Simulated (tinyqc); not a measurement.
# Thermionic-field emission through a Schottky barrier, WKB: what changes with what

Metal on an n-type semiconductor with one parabolic valley; V > 0 is forward bias (metal positive). Energies E are counted from the conduction edge of the neutral semiconductor, whose Fermi level lies at -xi; that of the metal lies at -xi - V. The barrier is a parabola of height Vd = phi - xi - V (depletion approximation, no image force).

Values chosen for this exercise; band and dielectric values close to those of gallium nitride: temperature T = 350 K; electron mass me = 0.202 m0; relative permittivity eps_r = 9.65; barrier height seen from the metal phi = 0.35 eV; donor density Nd = 1.2e19 cm^-3.

Constants: q = 1.602176634e-19 C, kB = 1.380649e-23 J/K, eps0 = 8.8541878128e-12 F/m, hbar = 1.054571817e-34 J s, h = 6.62607015e-34 J s, m0 = 9.1093837015e-31 kg, Vt = kB T/q. Results are converted to the units shown.

Each table varies one quantity; the others keep the values above.

## Current against forward bias

Nc = 2 (2 pi me m0 kB T/h^2)^1.5 (times 1e-6 for cm^-3); Nd = Nc F12(-xi/Vt), F12(x) = (2/sqrt(pi)) int_0^infinity sqrt(u)/(1 + exp(u - x)) du; E00 = (hbar/2) sqrt(Nd/(me m0 eps0 eps_r)) in SI units (volts). For E < Vd, ln T(E) = -(Vd/E00) [sqrt(1 - y) - y ln((1 + sqrt(1 - y))/sqrt(y))], y = E/Vd; T(E) = 1 above. J = A* T (q/kB) int_0^infinity T(E) N(E) dE, N = ln[(1 + exp((-xi - E)/Vt))/(1 + exp((-xi - V - E)/Vt))], A* = 4 pi q me m0 kB^2/h^3 (times 1e-4 for A/(cm^2 K^2)). The integral is converged to the digits shown; the share over the barrier is that of E > Vd, and 0 means below 1e-6 %. n = (dV/d ln J)/Vt.

Current against forward bias:

| V (V) | J (A/cm^2) | share over the barrier (%) | mean E/Vd | n |
|---|---|---|---|---|
| 0.121 | 3.182e5 | 0.463 | 0.3756 | 1.865 |
| 0.141 | 4.510e5 | 0.639 | 0.3868 | 1.932 |
| 0.161 | 6.327e5 | 0.888 | 0.3998 | 1.984 |
| 0.181 | 8.804e5 | 1.24 | 0.4146 | 2.031 |
| 0.202 | 1.235e6 | 1.77 | 0.4323 | 2.080 |
| 0.222 | 1.693e6 | 2.51 | 0.4518 | 2.132 |
| 0.242 | 2.300e6 | 3.57 | 0.4745 | 2.195 |
| 0.262 | 3.096e6 | 5.12 | 0.5013 | 2.273 |

What does the table show?

J rises from 3.18e5 to 3.10e6 A/cm^2, and n rises from 1.87 to 2.27. The Padovani-Stratton slope is (E00/Vt) coth(E00/Vt) = 1.68; the middle row is 24 % above it.

## Contact resistivity against barrier height

Same model as above.

The contact resistivity is rho_c = 1/(dJ/dV) at V = 0, where N becomes V f/Vt with f = 1/(1 + exp((E + xi)/Vt)).

Result of one run:

| phi (eV) | rho_c (ohm cm^2) | thermionic Vt exp(phi/Vt)/(A* T^2) (ohm cm^2) |
|---|---|---|
| 0.29 | 3.229e-7 | 1.520e-4 |

What becomes of these results when the barrier height seen from the metal phi is changed from 0.29 to 0.42 eV, all else the same?

Result of the changed run:

| phi (eV) | rho_c (ohm cm^2) | thermionic Vt exp(phi/Vt)/(A* T^2) (ohm cm^2) |
|---|---|---|
| 0.42 | 3.079e-6 | 0.01132 |

The whole series:

| phi (eV) | rho_c (ohm cm^2) | thermionic Vt exp(phi/Vt)/(A* T^2) (ohm cm^2) |
|---|---|---|
| 0.15 | 3.391e-8 | 1.466e-6 |
| 0.29 | 3.229e-7 | 1.520e-4 |
| 0.42 | 3.079e-6 | 0.01132 |
| 0.56 | 3.826e-5 | 1.174 |
| 0.69 | 4.185e-4 | 87.44 |
| 0.83 | 0.005718 | 9070 |
| 0.96 | 0.06648 | 6.754e5 |
| 1.1 | 0.9526 | 7.006e7 |

rho_c rises from 3.39e-8 to 0.953 ohm cm^2; between the last two rows it grows by a factor e every 52.6 meV, against E00 coth(E00/Vt) = 50.6 meV and Vt = 30.2 meV for pure emission.

Range of the model: The depletion approximation, a parabolic band and the neglect of image-force lowering make these currents estimates at high doping.

Numbers from tinyqc (`OMP_NUM_THREADS=1 python tinyqc.py 2640016 2640017 out.jsonl`; about 0.04 s on one thread of a shared Intel Xeon 2.30GHz).
